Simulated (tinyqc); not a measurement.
## Space-charge-limited current with shallow traps: from ohmic to space-charge-limited current

One carrier type, drift only, an injecting contact at x = 0 (zero field) and thickness L. The share th = y/(1 + y), y = (Nc/Nt) exp(-Et/kB T), of the injected charge is free: J = q mu n F, eps0 eps_r dF/dx = q (n - n0)/th.

Ohmic J = q n0 mu V/L; Mott-Gurney J = (9/8) th eps0 eps_r mu V^2/L^3; they cross at Vx = 8 q n0 L^2/(9 th eps0 eps_r); traps fill at V_TFL = q Nt L^2/(2 eps0 eps_r). Exact: with u = n0/n(L), w = -u - ln(1 - u) and v = -u - u^2/2 - ln(1 - u), V = (q n0 L^2/(th eps0 eps_r)) v/w^2 and J = q^2 n0^2 mu L/(th eps0 eps_r w).

Values chosen for this exercise:
- T = 300 K (temperature)
- eps_r = 21.2 (relative permittivity)
- mu = 0.44 cm^2/(V s) (mobility)
- L = 1800 nm (thickness)
- Nc = 4.6e19 cm^-3 (band density of states)
- Nt = 1.3e17 cm^-3 (trap density)
- Et = 0.28 eV (trap depth)
- n0 = 1.1e13 cm^-3 (free carrier density in equilibrium)

Constants: q = 1.602176634e-19 C, kB = 1.380649e-23 J/K, Vt = kB T/q, eps0 = 8.8541878128e-14 F/cm where lengths are in cm. Results are converted to the units shown.

Result of one run:
```
V (V)	J (A/cm^2)	ohmic (A/cm^2)	Mott-Gurney (A/cm^2)	d ln J/d ln V
99	11.17	0.4265	10.85	1.971
```

What becomes of these results when the voltage V is changed from 99 to 0.87 V, all else the same?

Result of the changed run:
```
V (V)	J (A/cm^2)	ohmic (A/cm^2)	Mott-Gurney (A/cm^2)	d ln J/d ln V
0.87	0.004215	0.003748	8.381e-4	1.136
```

The whole series:
```
V (V)	J (A/cm^2)	ohmic (A/cm^2)	Mott-Gurney (A/cm^2)	d ln J/d ln V
0.4	0.001810	0.001723	1.772e-4	1.053
0.87	0.004215	0.003748	8.381e-4	1.136
1.9	0.01092	0.008185	0.003997	1.316
4.2	0.03404	0.01809	0.01953	1.551
9.3	0.1268	0.04007	0.09577	1.748
20	0.5086	0.08616	0.4429	1.869
45	2.389	0.1939	2.242	1.938
99	11.17	0.4265	10.85	1.971
220	54.31	0.9478	53.59	1.987
```

The local exponent rises from 1.05 to 1.99, passing from ohmic towards the square law around Vx = 3.89 V. In the last row J is 1.3 % above the Mott-Gurney value. For V = 99, 220 the voltage exceeds half of V_TFL = 180 V, near which the traps fill and the current rises steeply beyond this model. For V = 0.4, 0.87, 1.9 the voltage is under 100 kB T/q, where diffusion would add more than a third of the Mott-Gurney current.

Range of the model: Diffusion and a field-dependent mobility are left out. With injecting contacts the diffusion current, about 4 pi^2 Vt th eps0 eps_r mu V/L^3, equals the Mott-Gurney current at V = 35 kB T/q (0.9 V at 300 K), so the drift-only result needs V well above that.

Program tinyqc, `OMP_NUM_THREADS=1 python tinyqc.py 2370037 2370038 out.jsonl`; Intel Xeon 2.30GHz, shared host, one thread, about 0.01 s.
